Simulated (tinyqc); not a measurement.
From one barrier to a miniband: Kronig-Penney superlattice by transfer matrices.

Wells (width a, potential 0, mass mw) alternate with barriers (width b, height V0, mass mb); period d = a + b; c = hbar^2/2m0. The vector (psi, psi'/m) is continuous, and a layer of thickness t carries it by M = [[cos kt, (m/k) sin kt], [-(k/m) sin kt, cos kt]] with k = sqrt(m (E - V)/c); for E < V, k = i kappa gives [[cosh, (m/kappa) sinh], [(kappa/m) sinh, cosh]] of kappa t. A Bloch state obeys cos(q d) = tr(Mb Mw)/2.

Constants: hbar^2/2m0 = 3.80998211 eV angstrom^2.

Parameters, chosen for this exercise (near those of the light valleys of a Si film between layers of SiO2; shifted at random, so the results belong to these values and not to a real crystal):
- a = 17 angstrom (well width)
- b = 6 angstrom (barrier width)
- V0 = 3.093 eV (barrier height)
- mw = 0.189 m0 (mass in the wells)
- mb = 0.517 m0 (mass in the barriers)

Transmission through N barriers separated by wells, between leads of the well material: T = 4/[(M11 + M22)^2 + (u M12 - M21/u)^2] with u = k/mw and M the product over all layers; twelve evenly spaced energies around the first miniband.

Transmission:
```
E (eV)    tr M/2 of a period    N = 1     N = 2     N = 4     N = 8
0.298463               1.957  0.00173  0.000113  6.38e-07  2.08e-11
0.301650               1.566  0.00175  0.000178  2.93e-06  8.43e-10
0.304837               1.181  0.00177  0.000317  2.48e-05  2.13e-07
0.308024               0.802  0.00178  0.000695   0.00213  0.000761
0.311212               0.428  0.00180   0.00245   0.00153   0.00966
0.314399               0.061  0.00182     0.110    0.0305   0.00828
0.317586              -0.301  0.00184   0.00505   0.00189   0.00409
0.320773              -0.658  0.00186   0.00107    0.0146   0.00398
0.323960              -1.009  0.00188  0.000462  0.000108  2.07e-05
0.327147              -1.354  0.00189  0.000259  9.10e-06  1.30e-08
0.330334              -1.694  0.00191  0.000167  1.86e-06  2.41e-10
0.333521              -2.029  0.00193  0.000118  5.62e-07  1.31e-11
```

What can be read from this table?

5 of the energies lie in the miniband (|tr M/2| <= 1); there T for N = 8 runs between 0.000761 and 0.00966. In the gaps it falls with N: at E = 0.3335 eV from 5.62e-07 (N = 4) to 1.31e-11 (N = 8), a slope of ln T of -2.67 a period, against -2 arccosh|tr M/2| = -2.67.

(tinyqc, `OMP_NUM_THREADS=1 python tinyqc.py 1250531 1250532 out.jsonl`, Intel(R) Xeon(R) Processor @ 2.30GHz, 1 thread, shared host, about 0.05 s.)
